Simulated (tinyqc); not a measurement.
# Read current of a NAND string, cells in series solved by shooting: two studies

Cells in series, numbered from 0 at the source line (0 V) to the bit line, each followed by a gap resistance Rg. A cell with gate Vg, threshold VT, source Vs and drain Vd passes I = 2 nf K Vt^2 [F(Vs) - F(Vd)]/(1 + th max(Vg - VT, 0)), F(V) = ln^2(1 + exp((Vg - VT - nf V)/(2 nf Vt))). The selected cell has Vg = Vr, the others Vg = Vp.

Values chosen for this exercise; values of the order met in vertical NAND strings: temperature T = 300 K; gain factor of a cell K = 4.4 uA/V^2; slope factor nf = 2; mobility reduction factor th = 0.2 1/V; resistance of the gap between cells Rg = 2.9 kohm; bit-line voltage Vbl = 0.7 V; pass voltage Vp = 6.6 V; threshold of an erased cell Ve = -2.4 V; threshold of the highest state Vh = 4.2 V; threshold of the selected cell Vx = 2.9 V; sensing current Is = 20 nA; read voltage on the selected word line Vr = 4.57 V.

Constants: q = 1.602176634e-19 C, kB = 1.380649e-23 J/K, Vt = kB T/q. Results are converted to the units shown.

Each table varies one quantity; the others keep the values above.

## Read current against the number of cells

For a trial current I start at 0 V and, cell by cell, solve for the drain: sqrt(F(Vd)) = sqrt(F(Vs) - I/k), k = 2 nf K Vt^2/(1 + th max(Vg - VT, 0)), Vd = [Vg - VT - 2 nf Vt ln(exp(sqrt F) - 1)]/nf, then add I Rg. The string current is the I for which the last node reaches Vbl. The apparent threshold is the Vr at which I = Is. Background: all other cells erased (VT = Ve) or all in the highest state (VT = Vh); ratio and shift are high over erased and high minus erased. The selected cell is in the middle, cell n/2.

Results:
columns A: n; B: I, others erased (uA); C: I, others high (uA); D: ratio; E: apparent VT, erased (V); F: apparent VT, high (V); G: background shift (mV)
```
A          B        C       D      E      F      G
8     0.7926   0.4085  0.5154  3.016  3.027  11.42
16    0.4632   0.2111  0.4558  3.028  3.051  23.05
64    0.1315  0.05402  0.4109  3.100  3.198  97.56
96   0.08896  0.03611  0.4059  3.149  3.301  152.4
128  0.06721  0.02712  0.4034  3.198  3.410  212.5
```

Estimate the missing row, n = 32.

Computed row:
columns A: n; B: I, others erased (uA); C: I, others high (uA); D: ratio; E: apparent VT, erased (V); F: apparent VT, high (V); G: background shift (mV)
```
A        B       C       D      E      F      G
32  0.2518  0.1072  0.4258  3.052  3.099  46.95
```

With this row back in the table: With erased neighbours the current falls from 0.793 to 0.0672 uA, as n^(-0.78) between the first two rows and n^(-0.97) between the last two (-1 once the series resistance rules). The ratio falls from 0.515 to 0.403 and the background shift rises from 11.4 to 212 mV.

## Effect of the position of the selected cell

Same model as above.

The string has 128 cells, numbered from the source.

Results:
columns A: j; B: I, others erased (uA); C: I, others high (uA); D: ratio; E: apparent VT, erased (V); F: apparent VT, high (V); G: background shift (mV)
```
A          B        C       D      E      F      G
0    0.06792  0.02716  0.3999  3.004  3.005  1.383
18   0.06779  0.02715  0.4005  3.058  3.112  54.14
36   0.06761  0.02714  0.4014  3.113  3.224  111.6
73   0.06702  0.02710  0.4044  3.225  3.474  248.4
91   0.06650  0.02707  0.4071  3.281  3.607  326.5
109  0.06558  0.02700  0.4117  3.337  3.751  414.6
127  0.06374  0.02676  0.4198  3.393  3.908  515.6
```

Estimate the missing row, j = 54.

Computed row:
columns A: j; B: I, others erased (uA); C: I, others high (uA); D: ratio; E: apparent VT, erased (V); F: apparent VT, high (V); G: background shift (mV)
```
A         B        C       D      E      F      G
54  0.06738  0.02713  0.4026  3.167  3.342  174.7
```

With this row back in the table: From the source end to the bit-line end the apparent VT with high neighbours rises from 3.005 to 3.908 V and the background shift rises from 1.38 to 516 mV. Cells and gaps on the source side raise the source of the selected cell, which costs nf times that voltage in gate drive; those on the drain side only lower its drain voltage.

tinyqc, about 0.9 s, one thread, Intel Xeon 2.30GHz (shared host): `OMP_NUM_THREADS=1 python tinyqc.py 2142040 2142041 out.jsonl`
